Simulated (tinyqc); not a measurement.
Counting rate against photon rate.

True rate n = nph PDP (dark counts neglected); measured n/(1 + n td) for a non-paralysable detector, n exp(-n td) for a paralysable one.

Inputs (values chosen for the exercise): dead time td = 100 ns.

PDP = 0.269

Counting rate against photon rate:
```
nph (1/s),n td,non-paralysable (1/s),paralysable (1/s)
3.7e5,0.009953,9.855e4,9.854e4
8.6e5,0.02313,2.261e5,2.260e5
2e6,0.05380,5.105e5,5.098e5
4.6e6,0.1237,1.101e6,1.093e6
1.1e7,0.2959,2.283e6,2.201e6
2.4e7,0.6456,3.923e6,3.385e6
5.6e7,1.506,6.010e6,3.340e6
1.3e8,3.497,7.776e6,1.059e6
3e8,8.070,8.897e6,2.524e4
```

The non-paralysable rate climbs towards 1/td = 1.00e7 1/s and reaches 0.890 of it. The paralysable rate goes from 98500 through a maximum of 3.39e6 (at nph = 2.4e7 1/s among the rows listed) to 25200 1/s; its true maximum, 1/(e td) = 3.68e6 1/s, lies at n td = 1, so a measured rate below that has two possible causes.

Numbers from tinyqc (`OMP_NUM_THREADS=1 python tinyqc.py 2630027 2630028 out.jsonl`; about 0.01 s on one thread of a shared Intel Xeon 2.30GHz).
